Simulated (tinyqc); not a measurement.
# Metal-interlayer-semiconductor contact, depinning against tunnelling resistance: two studies

Zero bias, n-type semiconductor. Gap states at the semiconductor surface thin out as exp(-be ti), which unpins the barrier; electrons must then cross the interlayer (a rectangular barrier, no voltage drop across it) and the parabolic depleted layer, both by WKB. Energies E are counted from the Fermi level; no image force, parabolic bands.

Parameters, values chosen for the exercise; semiconductor values close to those of silicon; interlayer mass of the order of that in titanium dioxide, offset chosen freely: temperature T = 300 K; band gap Eg = 1.08 eV; relative permittivity eps_r = 12; electron affinity chi = 4.07 eV; conduction-band density of states at T Nc = 2.8e19 cm^-3; tunnelling mass in the semiconductor mt = 0.188 m0; Richardson mass mA = 2.05 m0; donor density Nd = 2.2e20 cm^-3; charge-neutrality level above the valence band E0 = 0.37 eV; pinning factor without interlayer S0 = 0.28; metal work function phiM = 4.17 eV; interlayer thickness ti = 0.5 nm; conduction-band offset of the interlayer above the semiconductor dE = 0.15 eV; tunnelling mass in the interlayer mi = 0.31 m0; decay constant of gap states through the interlayer be = 5 1/nm.

Constants: q = 1.602176634e-19 C, kB = 1.380649e-23 J/K, eps0 = 8.8541878128e-12 F/m, hbar = 1.054571817e-34 J s, h = 6.62607015e-34 J s, m0 = 9.1093837015e-31 kg, Vt = kB T/q, hbar^2/(2 m0) = 0.0380998212 eV nm^2. Results are converted to the units shown.

Each table varies one quantity; the others keep the values above.

## Contact resistivity against the interlayer thickness

S = 1/(1 + (1/S0 - 1) exp(-be ti)); phiB = S (phiM - chi) + (1 - S)(Eg - E0); xi = Ec - EF deep inside, from Nd = Nc F(-xi/Vt), F(x) = (2/sqrt(pi)) int_0^infinity sqrt(u) du/(1 + exp(u - x)); band bending U = phiB - xi; E00 = (hbar/2) sqrt(Nd/(eps0 eps_r mt m0)) in volts; A = 4 pi q mA m0 kB^2/h^3. With U = phiB - xi: for xi < E < phiB, y = (E - xi)/U and G1 = (U/E00) [sqrt(1 - y) - y ln((1 + sqrt(1 - y))/sqrt(y))], G1 = 0 above phiB; G2 = 2 ti sqrt(mi max(phiB + dE - E, 0)/C), C = hbar^2/(2 m0); f = 1/(1 + exp(E/Vt)); 1/rho_c = (A T^2/Vt^2) times the integral of exp(-G1 - G2) f over E from xi upwards. Shares under 0.001 % are printed as 0; rows without band bending are left out.

The same in every row: E00/Vt = 7.09.

Contact resistivity against the interlayer thickness:

| ti (nm) | S | phiB (eV) | rho_c (ohm cm^2) | rho_c with G2 = 0 (ohm cm^2) | peak of the integrand (eV) | share above phiB (%) |
|---|---|---|---|---|---|---|
| 0 | 0.280 | 0.539 | 3.65e-9 | 3.65e-9 | -0.0306 | 0 |
| 0.4 | 0.742 | 0.257 | 4.09e-9 | 9.08e-10 | -0.0305 | 0.00751 |
| 0.8 | 0.955 | 0.127 | 6.21e-9 | 4.99e-10 | -0.0272 | 0.799 |
| 1.2 | 0.994 | 0.104 | 1.67e-8 | 4.51e-10 | -0.0212 | 2.51 |
| 1.6 | 0.999 | 0.101 | 5.18e-8 | 4.44e-10 | -0.0150 | 4.31 |
| 2 | 1.00 | 0.100 | 1.61e-7 | 4.44e-10 | -0.00901 | 7.02 |
| 2.4 | 1.00 | 0.100 | 4.83e-7 | 4.43e-10 | -0.00306 | 11.9 |
| 2.8 | 1.00 | 0.100 | 1.36e-6 | 4.43e-10 | 0.00298 | 20.9 |
| 3.2 | 1.00 | 0.100 | 3.36e-6 | 4.43e-10 | 0.250 | 36.6 |

What does the comparison show?

As ti goes from 0 to 3.2, phiB falls from 0.539 to 0.100 eV and rho_c rises from 3.65e-9 to 3.36e-6 ohm cm^2. No thickness listed beats the bare contact: tunnelling through the layer costs more than the change of the barrier gains. The ratio of rho_c to its value with G2 = 0 runs from 1.00 to 7580.

## Contact resistivity against the donor density

Same model as above.

The same in every row: S = 0.826; phiB (eV) = 0.206.

Result of one run:

| Nd (cm^-3) | E00/Vt | rho_c (ohm cm^2) | rho_c with G2 = 0 (ohm cm^2) | peak of the integrand (eV) | share above phiB (%) |
|---|---|---|---|---|---|
| 4.7e18 | 1.04 | 6.22e-7 | 1.61e-7 | 0.118 | 6.79 |

What becomes of these results when the donor density Nd is changed from 4.7e18 to 2.1e18 cm^-3, all else the same?

Result of the changed run:

| Nd (cm^-3) | E00/Vt | rho_c (ohm cm^2) | rho_c with G2 = 0 (ohm cm^2) | peak of the integrand (eV) | share above phiB (%) |
|---|---|---|---|---|---|
| 2.1e18 | 0.693 | 1.44e-6 | 4.14e-7 | 0.162 | 15.7 |

The whole series:

| Nd (cm^-3) | E00/Vt | rho_c (ohm cm^2) | rho_c with G2 = 0 (ohm cm^2) | peak of the integrand (eV) | share above phiB (%) |
|---|---|---|---|---|---|
| 9.3e17 | 0.461 | 2.63e-6 | 8.23e-7 | 0.188 | 28.7 |
| 2.1e18 | 0.693 | 1.44e-6 | 4.14e-7 | 0.162 | 15.7 |
| 4.7e18 | 1.04 | 6.22e-7 | 1.61e-7 | 0.118 | 6.79 |
| 1.1e19 | 1.59 | 2.02e-7 | 4.66e-8 | 0.0640 | 2.21 |
| 2.4e19 | 2.34 | 6.59e-8 | 1.39e-8 | 0.0280 | 0.719 |
| 5.3e19 | 3.48 | 2.19e-8 | 4.26e-9 | 0.00239 | 0.239 |
| 1.2e20 | 5.24 | 7.98e-9 | 1.44e-9 | -0.0178 | 0.0871 |
| 2.7e20 | 7.86 | 3.43e-9 | 5.73e-10 | -0.0338 | 0.0375 |
| 6e20 | 11.7 | 1.73e-9 | 2.63e-10 | -0.0465 | 0.0189 |

As Nd goes from 9.3e17 to 6e20, phiB stays at 0.206 eV and rho_c falls from 2.63e-6 to 1.73e-9 ohm cm^2. rho_c goes as Nd^(-0.74) between the first two rows and Nd^(-0.85) between the last two, while E00/Vt goes from 0.461 to 11.7 and the share above the barrier from 28.7 to 0.0189 %. The ratio of rho_c to its value with G2 = 0 runs from 3.19 to 6.60.

Range of the model: The depletion charge would drop about 0.070 V across such an interlayer (eps_r near 40) at ti = 0.5 nm and Nd = 2.2e20 cm^-3, against a band bending of 0.33 V; this model leaves that drop out.

Numbers from tinyqc (`OMP_NUM_THREADS=1 python tinyqc.py 2270036 2270037 out.jsonl`; about 0.03 s on one thread of a shared Intel Xeon 2.30GHz).
